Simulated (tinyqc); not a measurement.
Thermionic-field emission through a Schottky barrier, WKB: one step of the calculation.

Metal on an n-type semiconductor with one parabolic valley; V > 0 is forward bias (metal positive). Energies E are counted from the conduction edge of the neutral semiconductor, whose Fermi level lies at -xi; that of the metal lies at -xi - V. The barrier is a parabola of height Vd = phi - xi - V (depletion approximation, no image force).

Problem. Current density on a coarse grid. For E < Vd, ln T(E) = -(Vd/E00) [sqrt(1 - y) - y ln((1 + sqrt(1 - y))/sqrt(y))], y = E/Vd; T(E) = 1 above. J = A* T (q/kB) int_0^infinity T(E) N(E) dE, N = ln[(1 + exp((-xi - E)/Vt))/(1 + exp((-xi - V - E)/Vt))], A* = 4 pi q me m0 kB^2/h^3 (times 1e-4 for A/(cm^2 K^2)). Simpson's rule on nE equally spaced points from 0 to Eb.

Parameters, values chosen for the exercise; band and dielectric values close to those of cadmium telluride: temperature T = 350 K; electron mass me = 0.101 m0; bias V = 0.35 V; points of the energy grid nE = 13; upper end of the energy grid Eb = 0.85 eV.

Constants: q = 1.602176634e-19 C, kB = 1.380649e-23 J/K, h = 6.62607015e-34 J s, m0 = 9.1093837015e-31 kg, Vt = kB T/q. Results are converted to the units shown.

xi = 0.023057578 eV
Vd = 0.66694242 V
E00 = 11.829286 meV

Wanted: E; T(E); N; T(E) N; J.

Solution.

```
point   E (eV)        T(E)           N      T(E) N
0      0.00000  3.2675e-25     0.38224  1.2490e-25
1      0.07083  3.1423e-19    0.043506  1.3671e-20
2      0.14167  4.0043e-15   0.0042379  1.6970e-17
3      0.21250  8.8074e-12   4.0553e-4  3.5717e-15
4      0.28333   5.6686e-9   3.8739e-5  2.1960e-13
5      0.35417   1.3479e-6   3.7000e-6  4.9873e-12
6      0.42500   1.3297e-4   3.5339e-7  4.6989e-11
7      0.49583   0.0056997   3.3752e-8  1.9237e-10
8      0.56667     0.10416   3.2236e-9  3.3577e-10
9      0.63750     0.70344  3.0788e-10  2.1658e-10
10     0.70833      1.0000  2.9406e-11  2.9406e-11
11     0.77917      1.0000  2.8085e-12  2.8085e-12
12     0.85000      1.0000  2.6824e-13  2.6824e-13
```

J = 0.0029007 A/cm^2

The integrand peaks at E = 0.567 eV among these points, 0.85 of the barrier height.

Range of the model: The depletion approximation, a parabolic band and the neglect of image-force lowering make these currents estimates at high doping.

Program tinyqc, `OMP_NUM_THREADS=1 python tinyqc.py 2640034 2640035 out.jsonl`; Intel Xeon 2.30GHz, shared host, one thread, about 0.03 s.
